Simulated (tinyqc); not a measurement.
Well width from the intersubband spacing.

Question. In an empty well of width L and depth Vb, level k solves kw L/2 = (k - 1) pi/2 + arctan(sqrt((mw/mb)(Vb - E)/E)) with kw = sqrt(mw E/C), C = hbar^2/(2 m0). Find L, E1 and E2 from the spacing.

Values chosen for this exercise; material values those of a made-up well:

| symbol | value | unit | meaning |
|---|---|---|---|
| mw | 0.984 | m0 | mass along z in the well |
| mb | 0.999 | m0 | mass along z in the barriers |
| Vb | 0.204 | eV | barrier height |

Constants: q = 1.602176634e-19 C, hbar = 1.054571817e-34 J s, m0 = 9.1093837015e-31 kg, hbar^2/(2 m0) = 0.0380998212 eV nm^2. Results are converted to the units shown.

E2 - E1 = 15.512013 meV

Solution. Both levels are solved for trial widths until their difference matches. A second level is bound only for L above 1.37 nm, and over that range one width gives this spacing.

L = 7.700 nm
E1 = 5.189 meV
E2 = 20.70 meV

Numbers from tinyqc (`OMP_NUM_THREADS=1 python tinyqc.py 2140149 2140150 out.jsonl`; about 0.3 s on one thread of a shared Intel Xeon 2.30GHz).
